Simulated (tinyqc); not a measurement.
Semiconductor laser, carrier and photon rate equations: course of the iteration: steady state by Newton steps.

Carrier density N and photon density S in one mode: dN/dt = F1 = eta I/(q V) - (A N + B N^2 + C N^3) - vg g S; dS/dt = F2 = G vg g S + G be B N^2 - S/tp, with g = g0 ln(N/Ntr)/(1 + ec S). Output power P = Fo Eph S V/(G tp). No heating, no carrier transport.

Jacobian, with a = g0/(N (1 + ec S)) and d = g/(1 + ec S): J11 = -(A + 2 B N + 3 C N^2) - vg a S, J12 = -vg d, J21 = G vg a S + 2 G be B N, J22 = G vg d - 1/tp. Solve J d = -F and add d to (N, S).

Stop when the largest change of (N, S) is below 1e-9, or after 40 iterations. N is counted in 1e18 and S in 1e15 cm^-3, and S must be positive.

Parameters, values chosen for the exercise:
```
symbol,value,unit,meaning
V,7.2e-12,cm^3,active volume
G,0.11,,confinement factor
vg,8.18e9,cm/s,group velocity
g0,1100,1/cm,gain coefficient
Ntr,1.5e18,cm^-3,transparency density
ec,6.9e-18,cm^3,gain compression
tp,3.9,ps,photon lifetime
A,1.2e8,1/s,defect recombination coefficient
B,5.1e-11,cm^3/s,radiative coefficient
C,1.2e-29,cm^6/s,Auger coefficient
be,2.5e-5,,share of spontaneous emission into the mode
eta,0.86,,injection efficiency
I,3.1,mA,drive current
```

Constants: q = 1.602176634e-19 C. Results are converted to the units shown.

(N, S) at the start (Nth and the estimate of S): N (1e18 cm^-3) 1.944, S (1e15 cm^-3) 0.771

Course of the iteration:
```
iteration  S (1e15 cm^-3)  largest |change| of one entry
1                0.770443                        2.24e-3
2                0.770442                        2.90e-6
3                0.770442                       5.24e-12
```

Did this iteration meet its convergence test, and what does its course show?

Yes. Converged in 3 iterations. The change falls from 0.0022 in the first iteration to below the tolerance in the last.

Computed by the program tinyqc: `OMP_NUM_THREADS=1 python tinyqc.py 2840120 2840121 out.jsonl`, one thread of a shared Intel Xeon 2.30GHz, about 0.01 s for the whole run.
